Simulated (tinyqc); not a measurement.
# From one set of inputs to another, one input at a time

Model: hot carriers by balance equations with a heated Maxwellian. Computed by tinyqc, a small Python program. Command: `OMP_NUM_THREADS=1 python tinyqc.py 3008379 3008380 out.jsonl hot ladder`. One thread of a shared host (Intel(R) Xeon(R) Processor @ 2.30GHz), about 0.06 s of CPU time with the checks.

The carriers follow a Maxwellian at an electron temperature T_e, slightly displaced; the drift energy is neglected against k_B T_e. The balance averages the rate, not the time, so mu_0 lies below the relaxation-time value.

The inputs printed are set A. Inputs not listed in the table keep their values of set A, so the rows need not describe a real material.

Inputs (values chosen for the exercise, modelled on electrons in diamond):
```
quantity,value,unit
effective mass m,0.481,m_0
density rho,3515,kg/m^3
sound velocity v_l,17900,m/s
acoustic deformation potential D_A,9.6,eV
phonon energy hbar w,137,meV
optical or intervalley deformation potential D_o,9.1,1e8 eV/cm
final valleys Z_f,5,-
lattice temperature T,100,K
electric field F,0.67,kV/cm
mixing,0.3,-
iteration cap,300,-
```

Band: parabolic. Solver: damped fixed point.

Constants: k_B = 8.617333262e-05 eV/K; k_B = 1.380649e-23 J/K; e = 1.602176634e-19 C; hbar = 1.054571817e-34 J s; m_0 = 9.1093837015e-31 kg; hbar = 6.582119569e-16 eV s.

Method:
- Parabolic band: E = hbar^2 k^2/(2 m), speed v = hbar k/m, states per spin, volume and energy g(E) = m k/(2 pi^2 hbar^2). Masses are multiplied by m_0 and all formulas are in SI units.
- Phonon occupation N_q = 1/(exp(hbar w/(k_B T)) - 1).
- Acoustic deformation potential (elastic, equipartition, absorption and emission together): 1/tau = 2 pi k_B T D_A^2 g(E)/(hbar rho v_l^2).
- Optical or intervalley deformation potential: 1/tau = (pi Z_f D_o^2/(rho w)) [N_q g(E + hbar w) + (N_q + 1) g(E - hbar w)], with g = 0 below the band edge.
- Averages over the Maxwellian, <y> = int y x^(1/2) exp(-x) dx / int x^(1/2) exp(-x) dx with x = E/(k_B T_e), split at x_0 = hbar w/(k_B T_e): 64 Gauss-Legendre points in sqrt(x) below it and 128 in sqrt(x - x_0) above it, up to x = 32. Momentum balance: mu(T_e) = e/(m nu), nu = <x (sum of rates)>/<x>. Power lost per carrier: P(T_e) = hbar w <emission rate - absorption rate> + <(2 m v_l^2/(k_B T)) (E - 2 k_B T) acoustic rate>.
- Energy relaxation time at weak heating: tau_E = (3/2) k_B / (dP/dT_e), the derivative by a central difference of +/- 0.5 K at T_e = T.
- Fixed point: T_out = T + (T_e - T) e mu(T_e) F^2/P(T_e), T_new = T_e + mixing (T_out - T_e).
- Start at T_e = 1.5 T; stop when T_e moves by less than 1e-6 K or exceeds 1e6 K.
- v = mu(T_e) F; warm-carrier coefficient (mu/mu_0 - 1)/F^2.

Each row keeps all changes above it:
```
input moved,from,to,drift velocity (1e7 cm/s),energy relaxation time tau_E (ps),mobility mu(T_e) (cm^2/(V s))
set A,-,-,0.62567,2.8516e+01,9.3384e+03
effective mass m (m_0),0.481,0.402,0.78202,4.4590e+01,1.1672e+04
lattice temperature T (K),100,400,0.14237,4.5481e-01,2.1250e+03
electric field F (kV/cm),0.67,2.9,0.52258,4.5481e-01,1.8020e+03
density rho (kg/m^3),3515,2510,0.40169,3.2477e-01,1.3851e+03
acoustic deformation potential D_A (eV),9.6,8.7,0.43545,3.2595e-01,1.5016e+03
phonon energy hbar w (meV),137,27,0.01066,6.0621e-02,3.6749e+01
optical or intervalley deformation potential D_o (1e8 eV/cm),9.1,5.4,0.02967,1.7118e-01,1.0230e+02
```

Drift velocity goes from 0.626 to 0.0297, a factor 0.0474 in all. The largest single move comes from phonon energy hbar w (a factor 0.0245), and electric field F works against it (a factor 3.67). Energy relaxation time tau_E goes from 28.5 to 0.171, a factor 0.00600 in all. The largest single move comes from lattice temperature T (a factor 0.0102), and optical or intervalley deformation potential D_o works against it (a factor 2.82). Mobility mu(T_e) goes from 9340 to 102, a factor 0.0110 in all. The largest single move comes from phonon energy hbar w (a factor 0.0245), and optical or intervalley deformation potential D_o works against it (a factor 2.78). The single moves hold for this order of the switches; the total does not depend on the order.

Caution (rows set A, effective mass m, lattice temperature T, electric field F, density rho, acoustic deformation potential D_A): the drift energy m v^2/2 is not small against the heating (3/2) k_B (T_e - T), so T_e - T is rough.

Extremes, crossings and ranges named in words are read from the listed rows.
